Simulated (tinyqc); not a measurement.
# From one set of inputs to another, one input at a time

Model: composition and strain of an epitaxial Si(1-x)Ge(x) layer from Raman and X-ray peaks. Computed by tinyqc, a small Python program. Command: `OMP_NUM_THREADS=1 python tinyqc.py 3007413 3007414 out.jsonl epiraman ladder`. One thread of a shared host (Intel(R) Xeon(R) Processor @ 2.30GHz), about 0.01 s of CPU time with the checks.

A (001) layer, biaxially strained in the plane. The Raman peaks follow empirical lines omega = w0 + c1 x + c3 x^3 + b eps (c3 for Si-Ge alone), with eps the in-plane strain.

The inputs printed are set A. Inputs not listed in the table keep their values of set A, so the rows need not describe a real material.

Inputs (values chosen for the exercise, modelled on silicon-germanium):
```
quantity                   value      unit
Ge fraction x               0.29         -
degree of relaxation R      0.93         -
lattice constant of Si     5.431  angstrom
lattice constant of Ge     5.658  angstrom
bowing B                   0.029  angstrom
2 C12/C11 of Si            0.766         -
2 C12/C11 of Ge            0.757         -
X-ray wavelength        1.540598  angstrom
```

Substrate: silicon.

Method:
- Relaxed lattice constant a(x) = a_Si + (a_Ge - a_Si) x - B x (1 - x).
- In-plane constant a_par = a_sub + R (a(x) - a_sub); eps = a_par/a(x) - 1; eps_perp = -(2 C12/C11) eps with 2 C12/C11 linear in x; a_perp = a(x) (1 + eps_perp).
- Bragg angle theta = arcsin(2 lambda/a) for (004), for the substrate with a_sub and the layer with a_perp; separation in arc seconds.

Each row keeps all changes above it:
```
input moved              from     to  in-plane strain eps (per mille)  separation, layer less substrate (arcsec)  a_perp (angstrom)
set A                       -      -                           -0.763                                      -1627              5.494
Ge fraction x            0.29   0.14                           -0.363                                       -775              5.461
2 C12/C11 of Si         0.766  0.779                           -0.363                                       -775              5.461
degree of relaxation R   0.93   0.35                           -3.368                                      -1103              5.474
bowing B (angstrom)     0.029  0.025                           -3.425                                      -1121              5.474
```

Where does the difference come from?

In-plane strain eps goes from -0.763 to -3.43, -2.66 in all. The largest single move comes from degree of relaxation R (-3.01), and Ge fraction x works against it (+0.4). separation, layer less substrate goes from -1630 to -1120, +505 in all. The largest single move comes from Ge fraction x (+852), and degree of relaxation R works against it (-328). a_perp goes from 5.49 to 5.47, a factor 0.9964 in all. The largest single move comes from Ge fraction x (a factor 0.9939), and degree of relaxation R works against it (a factor 1.0023). The single moves hold for this order of the switches; the total does not depend on the order.

Extremes, crossings and ranges named in words are read from the listed rows.
